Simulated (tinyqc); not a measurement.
Random alloy fluctuations: inter-valley coupling by envelope functions against a chain of atomic planes.

Chain: E(phi) = e0 + 2 v cos(phi) + 2 u cos(2 phi), cos(phi0) = -v/(4u), e0 = 2u + v^2/(4u); plane j = 0, 1, ... has the potential V_j = dE x_j + F (j - 30) a/4 (1 MV/m = 1e-4 V/angstrom). There are 30 barrier planes a side; with y = j - 29.5, x_j = xb (f(y) + f(Nw - y)), f(y) = 1/(1 + exp(y/L)), plus any Ge added in the well. The valley splitting is the spacing of the two lowest levels. Envelope theory: F_j solves a one-valley chain with hopping -b and diagonal 2b + V_j, b = 4u sin^2(phi0), sum F_j^2 = 1; the valleys couple by Dv = sum_j F_j^2 V_j exp(-2 i phi0 j) and split by 2|Dv|.

Inputs chosen for the exercise (near those of the Delta valleys of silicon in a SiGe well; the results hold for these values, not for the real material):
- a = 5.431 angstrom (lattice constant; planes lie a/4 apart)
- u = 0.586 eV (second-neighbour hopping)
- v = 0.577 eV (nearest hopping)
- Nw = 58 (planes in the well)
- L = 1 planes (interface width)
- xb = 0.3 (Ge fraction of the barriers)
- dE = 0.57 eV (offset per unit Ge fraction)
- F = 8 MV/m (field)
- x0 = 7249 (start of the number sequence)
- na = 12000 (atoms a plane under the dot)

A uniform fraction x is added on all planes. Each plane j then fluctuates by q sqrt(x_j (1 - x_j)/na) in Ge fraction, q = sqrt12 (z/2147483647 - 1/2) with z(new) = 16807 z mod 2147483647 from x0, restarted for each row; 24 samples. Theory: Dv is a complex Gaussian with sigma^2 = dE^2 sum F_j^4 x_j (1 - x_j)/na, and the mean splitting is sqrt(pi) sigma if the smooth part is negligible.

Splitting (micro-eV):
```
x     sigma  sqrt(pi) sigma  mean of 24  least  largest
0.00   25.4            45.0        43.9    6.1     69.1
0.01   96.8           171.6       201.1   62.5    351.8
0.02  133.9           237.3       281.3   68.9    500.0
0.05  206.2           365.5       436.9   84.9    784.6
0.10  282.8           501.2       601.1  104.2   1083.6
```

What can be read from this table?

Without added Ge the disorder sits in the barriers, where the state is small: mean 43.9 micro-eV, against 3.5 for the smooth well. With 5 % Ge in the well the mean is 437, theory 365, with a statistical error of about 11 % for 24 samples; the miss is +20 %, and since every row reuses one sequence the rows with added Ge miss alike. The spread grows with the mean: at 5 % the samples run from 85 to 785, so small splittings remain possible. sigma falls as 1/sqrt(na) for larger dots. A chain with one orbital a plane has no Bloch-function factor, which scales all these couplings down in fuller models.

Computed by tinyqc, a small Python program: `OMP_NUM_THREADS=1 python tinyqc.py 1482686 1482687 out.jsonl` (the numbers bound the seed that draws the inputs); one thread of a shared host (Intel(R) Xeon(R) Processor @ 2.30GHz), about 0.06 s for the whole set of steps.
